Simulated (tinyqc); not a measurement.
# Worked calculation: p-n diode, drift-diffusion by the Gummel loop with Scharfetter-Gummel fluxes

Program tinyqc, `OMP_NUM_THREADS=1 python tinyqc.py 2240018 2240019 out.jsonl`; Intel Xeon 2.30GHz, shared host, one thread, about 0.1 s. Printed values are rounded.

Abrupt junction at x = 0, p side from -Lp, n side to Ln, ohmic contacts. psi is counted from the intrinsic level; n = ni exp((psi - phin)/Vt), p = ni exp((phip - psi)/Vt). Contacts: p side psi = V - Vt ln(Na/ni), p = Na, n = ni^2/Na; n side psi = Vt ln(Nd/ni), n = Nd, p = ni^2/Nd. Constant mobilities, D = mu Vt, Boltzmann statistics, SRH recombination through a mid-gap level, U = (n p - ni^2)/(tp (n + ni) + tn (p + ni)). Current is positive from the p contact to the n contact.

Values chosen for this exercise; band and dielectric values close to those of cadmium telluride:

| symbol | value | unit | meaning |
|---|---|---|---|
| T | 300 | K | temperature |
| Eg | 1.5 | eV | band gap |
| eps_r | 10.3 |  | relative permittivity |
| Nc | 7.87e17 | cm^-3 | conduction-band density of states at T |
| Nv | 1.77e19 | cm^-3 | valence-band density of states at T |
| Na | 3.9e16 | cm^-3 | acceptor density of the p side |
| Nd | 2e17 | cm^-3 | donor density of the n side |
| mun | 570 | cm^2/(V s) | electron mobility |
| mup | 44 | cm^2/(V s) | hole mobility |
| tn | 4e-9 | s | SRH lifetime of electrons |
| tp | 9e-9 | s | SRH lifetime of holes |
| G | 0 | cm^-3 s^-1 | uniform generation rate |
| V | 0.96 | V | bias of the p contact |

Constants: q = 1.602176634e-19 C, kB = 1.380649e-23 J/K, Vt = kB T/q, eps0 = 8.8541878128e-14 F/cm where lengths are in cm. Results are converted to the units shown.

## Intrinsic density and built-in voltage

ni = sqrt(Nc Nv) exp(-Eg/(2 Vt)), Eg in volts; Vbi = Vt ln(Na Nd/ni^2).

ni = 9.38704e5 cm^-3
Vbi = 1.30643 V

## Round 1: Poisson equation

| node | x (nm) | phin at the start (V) | phip at the start (V) |
|---|---|---|---|
| 0 | -2500 | 0.96 | 0.96 |
| 1 | -1250 | 0 | 0.96 |
| 2 | -616 | 0 | 0.96 |
| 3 | -296 | 0 | 0.96 |
| 4 | -134 | 0 | 0.96 |
| 5 | -52 | 0 | 0.96 |
| 6 | -10.5 | 0 | 0.96 |
| 7 | 10.5 | 0 | 0.96 |
| 8 | 48.4 | 0 | 0.96 |
| 9 | 117 | 0 | 0.96 |
| 10 | 241 | 0 | 0.96 |
| 11 | 465 | 0 | 0.96 |
| 12 | 869 | 0 | 0.96 |
| 13 | 1600 | 0 | 0 |

With phin and phip held, solve a_i (psi_(i+1) - psi_i) - a_(i-1) (psi_i - psi_(i-1)) + q w_i (p_i - n_i + C_i) = 0 for the inner nodes by Newton steps to convergence; a_i = eps0 eps_r/h_i, h_i = x_(i+1) - x_i, w_i = (h_(i-1) + h_i)/2, C = -Na or +Nd.

| node | psi (V) | n after Poisson (cm^-3) | p after Poisson (cm^-3) |
|---|---|---|---|
| 0 | 0.327916 | 2.25940e-5 | 3.9e16 |
| 1 | 0.327916 | 3.02886e11 | 3.90003e16 |
| 2 | 0.327916 | 3.02886e11 | 3.90002e16 |
| 3 | 0.327931 | 3.03054e11 | 3.89787e16 |
| 4 | 0.329416 | 3.20979e11 | 3.68019e16 |
| 5 | 0.368806 | 1.47297e12 | 8.01963e15 |
| 6 | 0.528222 | 7.01895e14 | 1.68296e13 |
| 7 | 0.654644 | 9.33391e16 | 1.26556e11 |
| 8 | 0.673657 | 1.94744e17 | 6.06574e10 |
| 9 | 0.674338 | 1.99942e17 | 5.90805e10 |
| 10 | 0.674345 | 2.00000e17 | 5.90633e10 |
| 11 | 0.674345 | 2.00000e17 | 5.90632e10 |
| 12 | 0.674345 | 2.00000e17 | 5.90632e10 |
| 13 | 0.674345 | 2e17 | 4.40582e-6 |

## Round 1: electron continuity

With psi and p held, F_i = (mun Vt/h_i) [n_(i+1) B(d_i) - n_i B(-d_i)], d_i = (psi_(i+1) - psi_i)/Vt, B(d) = d/(exp(d) - 1); solve F_i - F_(i-1) = w_i [(n_i p_i - ni^2)/den_i - G] for the new n, with den = tp (n + ni) + tn (p + ni) taken at the old n and p, h_i = x_(i+1) - x_i, w_i = (h_(i-1) + h_i)/2; phin = psi - Vt ln(n/ni).

| node | new n (cm^-3) | phin after round 1 (V) |
|---|---|---|
| 0 | 2.25940e-5 | 0.960000 |
| 1 | 1.38209e11 | 0.020283 |
| 2 | 2.22313e11 | 0.007995 |
| 3 | 2.70656e11 | 0.002923 |
| 4 | 3.13630e11 | 0.000599 |
| 5 | 1.47173e12 | 0.000022 |
| 6 | 7.01893e14 | 0.000000 |
| 7 | 9.33390e16 | 0.000000 |
| 8 | 1.94743e17 | 0.000000 |
| 9 | 1.99941e17 | 0.000000 |
| 10 | 2.00000e17 | 0.000000 |
| 11 | 2.00000e17 | 0.000000 |
| 12 | 2.00000e17 | 0.000000 |
| 13 | 2e17 | 0.000000 |

## Round 1: hole continuity

With psi and the new n held, F_i = (mup Vt/h_i) [p_(i+1) B(-d_i) - p_i B(d_i)], d_i = (psi_(i+1) - psi_i)/Vt, B(d) = d/(exp(d) - 1); solve F_i - F_(i-1) = w_i [(n_i p_i - ni^2)/den_i - G] for the new p, with den = tp (n + ni) + tn (p + ni) taken at the new n and the old p, h_i = x_(i+1) - x_i, w_i = (h_(i-1) + h_i)/2; phip = psi + Vt ln(p/ni).

| node | new p (cm^-3) | phip after round 1 (V) |
|---|---|---|
| 0 | 3.9e16 | 0.960000 |
| 1 | 3.89984e16 | 0.959999 |
| 2 | 3.89976e16 | 0.959998 |
| 3 | 3.89757e16 | 0.959998 |
| 4 | 3.67989e16 | 0.959998 |
| 5 | 8.01895e15 | 0.959998 |
| 6 | 1.68243e13 | 0.959992 |
| 7 | 1.26225e11 | 0.959932 |
| 8 | 5.87644e10 | 0.959180 |
| 9 | 5.30675e10 | 0.957225 |
| 10 | 4.60362e10 | 0.953558 |
| 11 | 3.51133e10 | 0.946556 |
| 12 | 1.97641e10 | 0.931699 |
| 13 | 4.40582e-6 | 0.000000 |

## Round 2: Poisson equation

As before.

| node | psi (V) | n after Poisson (cm^-3) | p after Poisson (cm^-3) |
|---|---|---|---|
| 0 | 0.327916 | 2.25940e-5 | 3.9e16 |
| 1 | 0.327915 | 1.38203e11 | 3.90001e16 |
| 2 | 0.327915 | 2.22298e11 | 3.90002e16 |
| 3 | 0.327929 | 2.70635e11 | 3.89787e16 |
| 4 | 0.329414 | 3.13605e11 | 3.68019e16 |
| 5 | 0.368804 | 1.47164e12 | 8.01945e15 |
| 6 | 0.528222 | 7.01877e14 | 1.68247e13 |
| 7 | 0.654644 | 9.33387e16 | 1.26226e11 |
| 8 | 0.673657 | 1.94744e17 | 5.87643e10 |
| 9 | 0.674338 | 1.99942e17 | 5.30674e10 |
| 10 | 0.674345 | 2.00000e17 | 4.60362e10 |
| 11 | 0.674345 | 2.00000e17 | 3.51132e10 |
| 12 | 0.674345 | 2.00000e17 | 1.97641e10 |
| 13 | 0.674345 | 2e17 | 4.40582e-6 |

## Round 2: electron continuity

As before.

| node | new n (cm^-3) | phin after round 2 (V) |
|---|---|---|
| 0 | 2.25940e-5 | 0.960000 |
| 1 | 1.38200e11 | 0.020284 |
| 2 | 2.22296e11 | 0.007996 |
| 3 | 2.70634e11 | 0.002923 |
| 4 | 3.13605e11 | 0.000599 |
| 5 | 1.47164e12 | 0.000022 |
| 6 | 7.01877e14 | 0.000000 |
| 7 | 9.33387e16 | 0.000000 |
| 8 | 1.94744e17 | 0.000000 |
| 9 | 1.99942e17 | 0.000000 |
| 10 | 2.00000e17 | 0.000000 |
| 11 | 2.00000e17 | 0.000000 |
| 12 | 2.00000e17 | 0.000000 |
| 13 | 2e17 | 0.000000 |

## Round 2: hole continuity

As before.

| node | new p (cm^-3) | phip after round 2 (V) |
|---|---|---|
| 0 | 3.9e16 | 0.960000 |
| 1 | 3.90001e16 | 0.959999 |
| 2 | 3.90002e16 | 0.959998 |
| 3 | 3.89787e16 | 0.959998 |
| 4 | 3.68019e16 | 0.959998 |
| 5 | 8.01945e15 | 0.959998 |
| 6 | 1.68247e13 | 0.959992 |
| 7 | 1.26226e11 | 0.959932 |
| 8 | 5.87643e10 | 0.959180 |
| 9 | 5.30674e10 | 0.957225 |
| 10 | 4.60362e10 | 0.953558 |
| 11 | 3.51132e10 | 0.946556 |
| 12 | 1.97641e10 | 0.931699 |
| 13 | 4.40582e-6 | 0.000000 |

## Course of the Gummel loop

Stop when phin and phip change by less than 1e-8 V, or after 80 rounds. J = Jn at the p contact + Jp at the n contact + q sum w_i U_i - q G sum w_i over the inner nodes, which avoids differences of large majority fluxes: Jn = (q mun Vt/h_0)[n_1 B(d_0) - n_0 B(-d_0)], Jp = (q mup Vt/h_last)[p_(N-1) B(d_last) - p_N B(-d_last)], d_i = (psi_(i+1) - psi_i)/Vt, B(d) = d/(exp(d) - 1), w_i = (h_(i-1) + h_i)/2.

Course of the iteration:

| round | J (A/cm^2) | largest change of phin, phip (V) |
|---|---|---|
| 1 | 0.00538551 | 0.0283 |
| 2 | 0.00538530 | 5.36e-7 |
| 3 | 0.00538530 | 7.13e-11 |

Converged in 3 rounds.

## Recombination and current

| node | converged psi (V) | converged n (cm^-3) | converged p (cm^-3) |
|---|---|---|---|
| 0 | 0.327916 | 2.25940e-5 | 3.9e16 |
| 1 | 0.327915 | 1.38200e11 | 3.90001e16 |
| 2 | 0.327915 | 2.22296e11 | 3.90002e16 |
| 3 | 0.327929 | 2.70634e11 | 3.89787e16 |
| 4 | 0.329414 | 3.13605e11 | 3.68019e16 |
| 5 | 0.368804 | 1.47164e12 | 8.01945e15 |
| 6 | 0.528222 | 7.01877e14 | 1.68247e13 |
| 7 | 0.654644 | 9.33387e16 | 1.26226e11 |
| 8 | 0.673657 | 1.94744e17 | 5.87643e10 |
| 9 | 0.674338 | 1.99942e17 | 5.30674e10 |
| 10 | 0.674345 | 2.00000e17 | 4.60362e10 |
| 11 | 0.674345 | 2.00000e17 | 3.51132e10 |
| 12 | 0.674345 | 2.00000e17 | 1.97641e10 |
| 13 | 0.674345 | 2e17 | 4.40582e-6 |

U_i as defined. J = Jn at the p contact + Jp at the n contact + q sum w_i U_i - q G sum w_i over the inner nodes, which avoids differences of large majority fluxes: Jn = (q mun Vt/h_0)[n_1 B(d_0) - n_0 B(-d_0)], Jp = (q mup Vt/h_last)[p_(N-1) B(d_last) - p_N B(-d_last)], d_i = (psi_(i+1) - psi_i)/Vt, B(d) = d/(exp(d) - 1), w_i = (h_(i-1) + h_i)/2.

| node | U (cm^-3 s^-1) |
|---|---|
| 0 | 0 |
| 1 | 3.45498e19 |
| 2 | 5.55733e19 |
| 3 | 6.76575e19 |
| 4 | 7.83997e19 |
| 5 | 3.67757e20 |
| 6 | 1.84971e21 |
| 7 | 1.40251e19 |
| 8 | 6.52937e18 |
| 9 | 5.89638e18 |
| 10 | 5.11513e18 |
| 11 | 3.90147e18 |
| 12 | 2.19601e18 |
| 13 | 0 |

Jn at the p contact = 0.00261029 A/cm^2
Jp at the n contact = 4.92738e-5 A/cm^2
recombination = 0.00272573 A/cm^2
generation = 0 A/cm^2
J = 0.00538530 A/cm^2

A 500-node mesh gives J = 0.007122 A/cm^2; this mesh differs from it by -0.0017 A/cm^2 (-24 %).
